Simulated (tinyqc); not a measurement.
Two-band k.p model of the X valleys of a zinc-blende crystal: one step. The matrix at one k. Three cases, with inputs chosen for the exercise.

Problem. Give P, the matrix, its levels and the weight of the lower X state in the lower band.

k along the valley axis, counted from X, c = hbar^2/2m0, e = c k^2/ml. H = [[e - D/2, i P k], [-i P k, e + D/2]] with P^2 = D0 c/ml, so E = e -/+ sqrt(D^2/4 + D0 e). For D = 0 (diamond lattice) the bands cross at X.

Constants: hbar^2/2m0 = 3.80998211 eV angstrom^2.

Give: P; H; levels; weight.

Case 1.

Values chosen (of the order of those of AlAs; the results hold for these values, not for the real material):
- D = 0.352 eV (splitting of the two conduction levels at X)
- D0 = 0.131 eV (coupling energy)
- ml = 0.596 m0 (mass along the axis from remote bands)
- k = 0.041 1/angstrom (wave vector from X)

Solution.

P = 0.9151 eV angstrom

H (eV):
```
,1,2
1,-0.1653,0.0375i
2,-0.0375i,0.1867
```

levels (eV): -0.1692  0.1907

weight = 0.9890

Case 2.

Values chosen (of the order of those of GaP; the results hold for these values, not for the real material):
- D = 0.324 eV (splitting of the two conduction levels at X)
- D0 = 0.416 eV (coupling energy)
- ml = 0.894 m0 (mass along the axis from remote bands)
- k = 0.066 1/angstrom (wave vector from X)

Solution.

P = 1.3315 eV angstrom

H (eV):
```
,1,2
1,-0.1434,0.0879i
2,-0.0879i,0.1806
```

levels (eV): -0.1657  0.2029

weight = 0.9395

Case 3.

Values chosen (of the order of those of GaP; the results hold for these values, not for the real material):
- D = 0.36 eV (splitting of the two conduction levels at X)
- D0 = 0.408 eV (coupling energy)
- ml = 0.91 m0 (mass along the axis from remote bands)
- k = 0.065 1/angstrom (wave vector from X)

Solution.

P = 1.3070 eV angstrom

H (eV):
```
,1,2
1,-0.1623,0.0850i
2,-0.0850i,0.1977
```

levels (eV): -0.1814  0.2167

weight = 0.9522

Computed by tinyqc, one run a case: `OMP_NUM_THREADS=1 python tinyqc.py N N+1 out.jsonl` with N = 1850891, 1850987, 1851151; one thread of a shared Intel(R) Xeon(R) Processor @ 2.30GHz, about 0.01 s a run at most.
